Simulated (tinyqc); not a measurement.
What each parameter does: Bethe-Salpeter matrix of a two-band square lattice (Tamm-Dancoff form).

One valence and one conduction band, lattice period 1, mesh k = 2 pi j/N along each axis (first index slowest). Pair energies D(k) = Eg + 2 t sum(1 - cos k), t = tc + tv. Screened attraction W(R) = U at R = 0 and V/|R| otherwise, R over the N x N cells with the nearest image; W(q) = sum_R W(R) cos(q R). H(k, k') = D(k) delta - W(k - k')/Nk + 2 J/Nk for singlets (J = 0 for triplets), Nk the number of k points. With a constant transition dipole the strength of a state is f = (sum_k A_k)^2/Nk, and the f sum to 1.

Parameters, chosen for this exercise: Eg = 3.8 eV (quasiparticle gap); tc = 0.22 eV (conduction hopping); tv = 0.08 eV (valence hopping); U = 1.44 eV (attraction in the same cell); V = 0.65 eV (attraction at one cell distance); J = 0.3 eV (exchange in the same cell).

N = 24: lowest singlet, its binding and f, and the singlet-triplet splitting.

Results for these values:
```
case  singlet (eV)  binding (eV)      f  splitting (eV)
base        3.3713        0.4287  0.234          0.2406
```

What happens to each result for U = 1.15 eV, all else kept?

Answer: singlet rises from 3.3713 to 3.4236; binding falls from 0.4287 to 0.3764; f falls from 0.234 to 0.136; splitting falls from 0.2406 to 0.1497.

The same for each parameter in turn:
```
case          singlet (eV)  binding (eV)      f  splitting (eV)
base                3.3713        0.4287  0.234          0.2406
Eg = 4 eV           3.5713        0.4287  0.234          0.2406
tc = 0.29 eV        3.4061        0.3939  0.193          0.1918
tv = 0.05 eV        3.3539        0.4461  0.258          0.2670
U = 1.15 eV         3.4236        0.3764  0.136          0.1497
V = 0.75 eV         3.3088        0.4912  0.212          0.2173
J = 0.45 eV         3.4250        0.3750  0.134          0.2943
```

At zero total momentum only the sum tc + tv enters.

tinyqc: `OMP_NUM_THREADS=1 python tinyqc.py 1280223 1280224 out.jsonl`; about 0.7 s, one thread, shared Intel(R) Xeon(R) Processor @ 2.30GHz.
